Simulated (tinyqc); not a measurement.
Inside a calculation. Method: one-electron ion in a basis of Gaussians. One step of it, computed by the program tinyqc.

Problem. Generalised eigenproblem. Solve H C = S C e through S^(-1/2); each column has its largest component positive (the first on a tie).

H = T + V (hartree):
```
[[-9.802771, -10.983780, -11.140751, -9.561397, -7.433301, -5.525222],
 [-10.983780, -8.762179, -9.436259, -15.133747, -15.965777, -13.513241],
 [-11.140751, -9.436259, 22.760534, 27.700686, -4.074045, -20.713415],
 [-9.561397, -15.133747, 27.700686, 197.416859, 231.083417, 89.894110],
 [-7.433301, -15.965777, -4.074045, 231.083417, 971.742316, 1129.550535],
 [-5.525222, -13.513241, -20.713415, 89.894110, 1129.550535, 4142.920639]]
```

S:
```
[[1.000000, 0.729395, 0.341798, 0.134222, 0.049995, 0.018358],
 [0.729395, 1.000000, 0.729581, 0.341859, 0.134261, 0.050015],
 [0.341798, 0.729581, 1.000000, 0.729482, 0.341820, 0.134259],
 [0.134222, 0.341859, 0.729482, 1.000000, 0.729526, 0.341884],
 [0.049995, 0.134261, 0.341820, 0.729526, 1.000000, 0.729573],
 [0.018358, 0.050015, 0.134259, 0.341884, 0.729573, 1.000000]]
```

Give: eigenvalues of S; eigenvalues; coefficients.

Solution.

eigenvalues of S: [0.050, 0.132, 0.343, 0.820, 1.725, 2.931]

eigenvalues (hartree): [-12.483, 5.827, 78.966, 402.450, 1743.100, 7352.135]

coefficients:
```
[[0.608, -1.343, -0.662, -0.280, 0.125, 0.057],
 [0.395, 1.356, 1.784, 0.906, -0.406, -0.184],
 [0.101, -0.015, -1.737, -1.831, 0.940, 0.424],
 [0.021, 0.052, 0.156, 1.843, -1.789, -0.903],
 [0.004, -0.002, -0.051, -0.218, 1.833, 1.670],
 [0.001, 0.002, 0.004, 0.043, -0.184, -1.635]]
```

For Z = 5 and l = 0 the exact lowest level is -Z^2/(2 n^2) with n = l + 1: -12.500000 hartree.
